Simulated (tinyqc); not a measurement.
Worked calculation: sp3 tight binding, zinc-blende lattice. One step of it, computed by the program tinyqc.

Task: Levels at k. Diagonalise the Hermitian matrix.

H(k) at k (eV):
```
                      a s                 a px                a py                 a pz
a s            -11.070000             0.000000            0.000000             0.000000
a px             0.000000            -6.980000            0.000000             0.000000
a py             0.000000             0.000000           -6.980000             0.000000
a pz             0.000000             0.000000            0.000000            -6.980000
c s   -4.563173+0.291656i  -1.555004+0.492794i  0.195111-3.927492i  -0.558965+1.370921i
c px   1.555004-0.492794i   1.760081-0.112496i  0.710332-1.742163i  -0.247947+4.991050i
c py  -0.195111+3.927492i   0.710332-1.742163i  1.760081-0.112496i   1.976096-0.626242i
c pz   0.558965-1.370921i  -0.247947+4.991050i  1.976096-0.626242i   1.760081-0.112496i

                      c s                 c px                 c py                 c pz
a s   -4.563173-0.291656i   1.555004+0.492794i  -0.195111-3.927492i   0.558965+1.370921i
a px  -1.555004-0.492794i   1.760081+0.112496i   0.710332+1.742163i  -0.247947-4.991050i
a py   0.195111+3.927492i   0.710332+1.742163i   1.760081+0.112496i   1.976096+0.626242i
a pz  -0.558965-1.370921i  -0.247947-4.991050i   1.976096+0.626242i   1.760081+0.112496i
c s            -11.070000             0.000000             0.000000             0.000000
c px             0.000000            -6.980000             0.000000             0.000000
c py             0.000000             0.000000            -6.980000             0.000000
c pz             0.000000             0.000000             0.000000            -6.980000
```

Give: eigenvalues; weights |c|^2 of the basis functions.

Result:

eigenvalues (eV): -17.307  -13.500  -12.794  -11.854  -3.590  -3.059  -1.373  -0.544

weights |c|^2 of the basis functions:
```
      band 1  band 2  band 3  band 4  band 5  band 6  band 7  band 8
a s    0.432   0.096   0.022   0.062   0.306   0.048   0.006   0.027
a px   0.002   0.184   0.276   0.014   0.080   0.032   0.187   0.224
a py   0.054   0.059   0.026   0.276   0.107   0.396   0.000   0.081
a pz   0.012   0.161   0.176   0.147   0.007   0.023   0.307   0.168
c s    0.432   0.096   0.022   0.062   0.306   0.048   0.006   0.027
c px   0.002   0.184   0.276   0.014   0.080   0.032   0.187   0.224
c py   0.054   0.059   0.026   0.276   0.107   0.396   0.000   0.081
c pz   0.012   0.161   0.176   0.147   0.007   0.023   0.307   0.168
```
